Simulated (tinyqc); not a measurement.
What moves the results: band folding and unfolding in a supercell of a chain. A value that a table varies takes the place of the one given here.

A chain with hopping -t and n = 5 sites a supercell. H(K) has v_j on the diagonal, -t between neighbours and -t exp(2 pi i K) on the bond that closes the cell (from the last site to the first of the next cell). The point K holds the n wave vectors k_m = (K + m)/n of the primitive zone, in 2 pi/a, m = 0 to n - 1, with E0 = -2t cos(2 pi k_m). The unfolding weight of a state c on k_m is |sum_j c_j exp(-2 pi i k_m j)|^2/n, j = 0 to n - 1.

Parameters, chosen for this exercise:
```
symbol  value                                  unit        meaning
t       1.44                                   eV          hopping
v       (0.302, 0.093, -0.245, -0.245, 0.093)  eV          site energies in the supercell
Kq      0.42                                   2 pi/(n a)  wave vector in the small zone
```

## Minigaps against first-order theory

Gap i lies between minibands i and i + 1, at K = 1/2 for odd i and K = 0 for even i, where k = +/- i/(2n) are degenerate; first order gives 2|V_i|, the Fourier component V_q = (1/n) sum_j v_j exp(-2 pi i q j/n) for q equal to the number of the gap. Computed for the potential at full and at half strength.

Gaps (eV):
```
i  E0 at the crossing  2|V_i|     gap  gap at half strength
1             -2.3300  0.3024  0.3017                0.1511
2             -0.8900  0.0000  0.0234                0.0058
3              0.8900  0.0000  0.0220                0.0056
4              2.3300  0.3024  0.3017                0.1511
```

Halving the potential about halves gaps 1 and 4, the scaling of first order. For i = 2 and 3 the first-order term is below 1 meV and the gap opens at higher order (full over half strength: 4.0 and 3.9). The largest miss of first order is 23 meV, at i = 2; the potential spans 0.38 t.

## From folded lines to real minibands

The potential is scaled by x. For the lowest level at K: energy, second-order estimate E0(k_0) + x V_0 - x^2 sum_m |V_m|^2/(E0(k_m) - E0(k_0)), weight on k_0, and width of the lowest miniband between K = 0 and 1/2.

Lowest level:
```
x      E (eV)  second order (eV)  weight on k_0  miniband width (eV)
0.00  -2.4881            -2.4881          1.000               0.5500
0.25  -2.4928            -2.4929          0.988               0.5132
0.50  -2.5062            -2.5070          0.956               0.4784
1.00  -2.5531            -2.5631          0.872               0.4148
1.50  -2.6176            -2.6566          0.797               0.3590
2.00  -2.6925            -2.7875          0.741               0.3106
3.00  -2.8604            -3.1610          0.669               0.2330
4.00  -3.0434            -3.6839          0.625               0.1763
```

Second order is -10.0 meV off at x = 1 and -301 meV at x = 3. The weight on the parent k falls to 0.87 at x = 1 and 0.62 at x = 4, and the miniband narrows from 0.550 to 0.176 eV as the state gathers on the low sites. While the weight stays near one the primitive band is still the right picture and the folded copies carry little spectral weight.

## What each change does

The two lowest levels at K and the weight of the lowest on k_0. Each row changes one parameter from the base and keeps the others.

Results:
```
case                                           level 1 (eV)  level 2 (eV)  weight
base                                                -2.5531       -2.0984  0.8721
t = 1.584 eV                                        -2.7973       -2.3166  0.8875
v = (-0.302, -0.093, 0.245, 0.245, -0.093) eV       -2.5523       -2.0976  0.8721
Kq = 0.29 2 pi/(n a)                                -2.7243       -1.7899  0.9705
```

The largest shifts from the base row, up to three for each result and ties (the steps differ in size, so this ranks the rows, not the parameters). level 1 (eV): t -0.2442, Kq -0.1712, v +0.0008. level 2 (eV): Kq +0.3085, t -0.2182, v +0.0008. weight: Kq +0.0984, t +0.0154; unchanged at the printed digits by v.

Program tinyqc; command `OMP_NUM_THREADS=1 python tinyqc.py 1452588 1452589 out.jsonl`; about 0.01 s on one thread of a shared Intel(R) Xeon(R) Processor @ 2.30GHz.
